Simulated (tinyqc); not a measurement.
Worked calculation: Berg model of reactive sputtering of a nitride or oxide: poisoning, hysteresis and pumping speed. Computed by tinyqc, a small Python program that keeps every step. Command: `OMP_NUM_THREADS=1 python tinyqc.py 3015136 3015137 out.jsonl berg walk`. One thread of a shared host (Intel(R) Xeon(R) Processor @ 2.30GHz), about 0.03 s of CPU time with the checks. Intermediate numbers are printed to about 7 digits and carried at full precision; extremes and crossings named in words are read from the listed rows.

A diatomic gas reacts with bare metal on the target and on the collecting surfaces; ions remove metal and compound from the target. theta_t and theta_c are the compound fractions.

Inputs (values chosen for the exercise, close to those used for titanium nitride):
```
quantity                          value     unit
ion current density J                53  mA/cm^2
target area A_t                      80     cm^2
collecting area A_c                5400     cm^2
metal yield Y_m                    0.55        -
compound yield Y_c                 0.11        -
sticking coefficient alpha         0.87        -
reactive atoms per metal atom z       1        -
gas mass M                           28        u
pumping speed S                    1300      l/s
gas temperature T                   300        K
reactive partial pressure P      0.0079       Pa
```

Constants: e = 1.602176634e-19 C; u = 1.6605390666e-27 kg; k_B = 1.380649e-23 J/K.

## Steady state at the pressure P

Ion flux j = J/e; gas flux F = P/sqrt(2 pi M k_B T). Target: (2/z) alpha F (1 - theta_t) = j Y_c theta_t. Sputtered flows F_c = j Y_c theta_t A_t, F_m = j Y_m (1 - theta_t) A_t. Collector: (2/z) alpha F (1 - theta_c) A_c + F_c (1 - theta_c) = F_m theta_c. Gas use Q = alpha F [(1 - theta_t) A_t + (1 - theta_c) A_c] + P S/(k_B T); 1 sccm = 4.4780e17 molecules/s. Rate R = F_m + F_c, given relative to j Y_m A_t.

ion flux j = 3.308000e+17 1/(cm^2 s)

gas flux F = 2.271074e+16 1/(cm^2 s)

theta_t = 0.5206094

theta_c = 0.9685527

gas use (sccm): target 1.692178, collector 7.492787, pump 5.537093

total flow Q = 14.72206 sccm

rate relative to clean metal = 0.5835125

The target is partly covered. The film is 96.9 % compound.

## Critical pumping speed

P is a single-valued function of the flow Q only if dQ/dP > 0 everywhere: S must exceed k_B T times the steepest fall of the surface terms with P.

pressure of the steepest fall = 0.004856461 Pa

critical pumping speed = 776.2474 l/s

S is 1.67 times the critical value: no hysteresis.

## Flow curve at three pumping speeds

The formulas are those given above.

Pressure as the free variable:
```
P (Pa)     theta_t    theta_c  relative rate  Q at S_c/4 (sccm)  Q at S_c (sccm)  Q at 2 S_c (sccm)
0.00024  0.0319381  0.3181892      0.9744495            5.06416          5.13950            5.23994
0.00049  0.0631075  0.4959832      0.9495140            7.70498          7.85879            8.06386
0.00097  0.1176538  0.6739290      0.9058769           10.02322         10.32769           10.73365
0.00170  0.1894251  0.7975236      0.8484600           11.17499         11.70860           12.42007
0.00290  0.2850256  0.8838153      0.7719795           11.39189         12.30216           13.51585
0.00490  0.4024797  0.9388500      0.6780162           10.85792         12.39596           14.44669
0.00780  0.5174292  0.9679594      0.5860566           10.03547         12.48378           15.74820
0.01200  0.6225834  0.9834259      0.5019333            9.27771         13.04435           18.06654
0.01900  0.7231339  0.9922406      0.4214929            8.78486         14.74870           22.70050
0.03900  0.8427963  0.9978377      0.3257629            9.36334         21.60492           37.92703
```

At S_c/4 the flow falls with pressure in 4 of the intervals: as the target poisons, less metal arrives to getter the gas. At 2 S_c it rises throughout. Coverages and rate depend on P alone, not on S. The collector converts before the target (theta_c = 0.88 at theta_t = 0.29), since the metal is spread over a larger area and no ions clean it. The rate tends to Y_c/Y_m = 0.200.

Checks made by the program: gas taken up by surfaces against gas bound in the growing film (relative difference below 1e-10).
